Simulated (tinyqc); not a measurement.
Time-dependent dielectric breakdown: cell percolation, Weibull statistics, area scaling and voltage extrapolation: one step, computed by the program tinyqc.

The oxide is divided into columns of area a^2, each holding m = t_ox/a cells (m is taken as continuous). A share lambda(t) = (t/t_1)^alpha of the cells is defective, and a column whose cells are all defective breaks down.

Problem. A sample of breakdown times. Each device fails at t = t63 (-ln(1 - u))^(1/beta). Sort the times; median rank F_i = (i - 0.3)/(n_s + 0.4) for n_s devices; W = ln(-ln(1 - F_i)).

characteristic life t63 = 31083.86 s

uniform random numbers u: 0.0861  0.3182  0.6625  0.6064  0.7704  0.2083  0.8443  0.1433

Weibull slope beta = 1.681319

Give: Weibull plot.

Solution.

Weibull plot:

| i | t (s) | F_i | ln t | W |
|---|---|---|---|---|
| 1 | 7424 | 0.0833 | 8.91 | -2.442 |
| 2 | 10243 | 0.2024 | 9.23 | -1.487 |
| 3 | 13089 | 0.3214 | 9.48 | -0.947 |
| 4 | 17565 | 0.4405 | 9.77 | -0.544 |
| 5 | 29817 | 0.5595 | 10.30 | -0.199 |
| 6 | 32651 | 0.6786 | 10.39 | 0.127 |
| 7 | 39111 | 0.7976 | 10.57 | 0.469 |
| 8 | 44958 | 0.9167 | 10.71 | 0.910 |

Caution: t_1 is an input here; in a real oxide it changes with thickness at fixed voltage.
